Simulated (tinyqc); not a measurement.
Worked calculation: plasmons of a degenerate electron gas in the random-phase approximation. Values are carried at full precision from step to step, so a last printed digit may differ when a step is redone from the rounded ones.

Zero temperature, parabolic band: kF = (3 pi^2 n)^(1/3), EF = c kF^2/m, Ep^2 = 8 pi c e2 n/(m eb), qTF^2 = 6 pi e2 n/(eb EF), c = hbar^2/2m0, e2 = e^2/(4 pi eps0), n in 1/angstrom^3 (1e-24 per 1/cm^3).

Constants: hbar^2/2m0 = 3.80998211 eV angstrom^2; e^2/(4 pi eps0) = 14.39964547 eV angstrom; a0 (Bohr radius) = 0.5291772105 angstrom.

Inputs chosen for the exercise (mass and background constant near those of InAs; polar phonons, which mix with the plasmon in the real crystal, and the rise of the mass with filling are left out; the results hold for these values, not for the real material):

| symbol | value | unit | meaning |
|---|---|---|---|
| n | 1.2e+18 | 1/cm^3 | electron density |
| m | 0.0258 | m0 | mass |
| eb | 12.4 |  | background dielectric constant |
| q | 0.0284 | 1/angstrom | wave vector |
| E | 49.8 | meV | energy transfer |
| qp | 0.00392 | 1/angstrom | wave vector of the plasmon |

## Scales of the gas

Also rs = (3/(4 pi n))^(1/3) m/(a0 eb).

kF = 0.032875 1/angstrom
EF = 159.60 meV
Ep = 71.916 meV
qTF = 0.012829 1/angstrom
hbar vF = 9.7096 eV angstrom
rs = 0.230

Ep/EF = 0.451. With rs below 1 the random-phase approximation is within its range.

## The dielectric function at one point

Lindhard function: eps(q, E)/eb = 1 + (qTF/q)^2 (f1 + i f2) with z = q/(2 kF), u = E/(hbar vF q), hbar vF = 2 c kF/m; f1 = 1/2 + [h(z - u) + h(z + u)]/(8 z), h(x) = (1 - x^2) ln|(x + 1)/(x - 1)|; f2 = pi u/2 for z + u < 1, (pi/(8 z))(1 - (z - u)^2) for |z - u| < 1 < z + u, else 0. Pairs exist for c (q^2 - 2 q kF)/m < E < c (q^2 + 2 q kF)/m.

E in eV is E/1000. Give also the loss function Im(-eb/eps).

z, u: 0.4319  0.1806

f1, f2: 0.8971  0.2837

eps/eb = 1.183+0.058i
loss function = 0.041

The point lies inside the pair continuum, so eps has an imaginary part.

## The plasmon at one wave vector

Solve f1 (qTF/q)^2 = -1 above the continuum, and compare with E^2 = Ep^2 + (3/5)(hbar vF q)^2 + (c q^2/m)^2.

top of the continuum = 40.33 meV
plasmon energy = 77.94 meV
short formula = 77.76 meV

The plasmon lies 37.61 meV above the continuum and 8.4 % above Ep; the short formula errs by -0.23 %.

## Where Landau damping starts

Find qc at which the plasmon meets the top of the continuum, eps(qc, c (qc^2 + 2 qc kF)/m) = 0, and compare with Ep/(hbar vF).

qc = 0.01037 1/angstrom
qc/kF = 0.316
energy there = 116.6 meV
Ep/(hbar vF) = 0.007407 1/angstrom

The simple estimate is 0.714 times qc.

## Checks

- F-sum of the loss function at q = 1.3 qc over (pi/2) Ep^2 against 1: both 1.00.
- f1 at E = 0 and z = 0.6 against the static Lindhard function: both 0.86968.

Program tinyqc; command `OMP_NUM_THREADS=1 python tinyqc.py 1650230 1650231 out.jsonl`; about 0.01 s on one thread of a shared Intel(R) Xeon(R) Processor @ 2.30GHz.
